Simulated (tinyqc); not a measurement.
# A chain with uneven site energies and dephasing by Buettiker voltage probes: what changes with what

Sites 1 to 3 form a chain with hopping -t. Lead L joins site 1 and lead R site 3, both semi-infinite chains with hopping -t and site energy 0. Every site carries a probe with self-energy -i Gamma_p/2 that draws no net current. Linear response at zero temperature: mu_L = 1, mu_R = 0 in units of the bias.

Parameters, values chosen for the exercise: hopping (matrix element -t) t = 1 eV; site energies 1 to N U = [-0.86, -0.78, -0.64] eV; Fermi energy E = -1.47 eV; probe broadening Gamma_p gp = 0.13 eV.

Constants: q = 1.602176634e-19 C, h = 6.62607015e-34 J s. Results are converted to the units shown.

Each table varies one quantity; the others keep the values above.

## Effect of the dephasing strength

Sigma = t^2 g(E), g(x) = (x - i sqrt(4 t^2 - x^2))/(2 t^2) for |x| < 2 t and (x - sign(x) sqrt(x^2 - 4 t^2))/(2 t^2) otherwise; Gamma = -2 Im Sigma; G = (E - H - Sigma_L - Sigma_R + i Gamma_p/2)^(-1). With Gamma the broadening by one lead, T_RL = Gamma^2 |G_(3,1)|^2, T_pL = Gamma Gamma_p |G_(p,1)|^2, T_pR = Gamma Gamma_p |G_(p,3)|^2, T_pq = Gamma_p^2 |G_(p,q)|^2 for p != q. No current into probe p: W mu = T_pL with W_pp = T_pL + T_pR + sum_q T_pq and W_pq = -T_pq. Then T_eff = T_RL + sum_p T_pR mu_p, and the resistance is (h/2q^2)/T_eff. Without probes means Gamma_p = 0.

Effect of the dephasing strength:
```
gp (eV)     T_RL  through probes   T_eff  resistance (kohm)
0.01      0.9187        0.009137  0.9279              13.91
0.018     0.9051         0.01628  0.9214              14.01
0.032     0.8819         0.02842  0.9103              14.18
0.056     0.8436         0.04822  0.8918              14.47
0.1       0.7785         0.08149  0.8600              15.01
0.18      0.6745          0.1331  0.8076              15.98
0.32      0.5287          0.2014  0.7301              17.68
0.56      0.3545          0.2730  0.6275              20.57
1         0.1780          0.3205  0.4985              25.89
1.8      0.05687          0.3001  0.3570              36.15
```

Read the table: what changes, and by how much?

Without probes the transmission is 0.936. T_eff falls from 0.928 to 0.357; the direct part falls from 0.919 to 0.0569 and the part through probes goes from 0.00914 through a maximum of 0.320 (at gp = 1 eV among the rows listed) to 0.300. At this energy dephasing lowers T_eff from the start: the probes give back less than the direct part loses.

## Coherent and dephased transmission against energy

Same model as above.

Coherent and dephased transmission against energy:
```
E (eV)  T without probes     T_eff
-1.8             0.97598   0.84525
-1.5             0.94350   0.84372
-1.2             0.88459   0.80961
-0.9             0.86505   0.80101
-0.6             0.88048   0.81642
-0.3             0.92244   0.84857
0                0.97230   0.88049
0.3              0.98267   0.87197
0.6              0.87496   0.76836
0.9              0.62660   0.56602
1.2              0.35013   0.34237
1.5              0.15258   0.16888
1.8             0.041487  0.057237
```

Without probes T lies between 0.0415 and 0.983 in these rows, with them between 0.0572 and 0.880. The probes lower it in 11 rows and raise it in 2; the largest relative gain is at E = 1.8 eV, where the coherent value is 0.0415.

Program tinyqc, `OMP_NUM_THREADS=1 python tinyqc.py 2700045 2700046 out.jsonl`; Intel Xeon 2.30GHz, shared host, one thread, about 0.01 s.
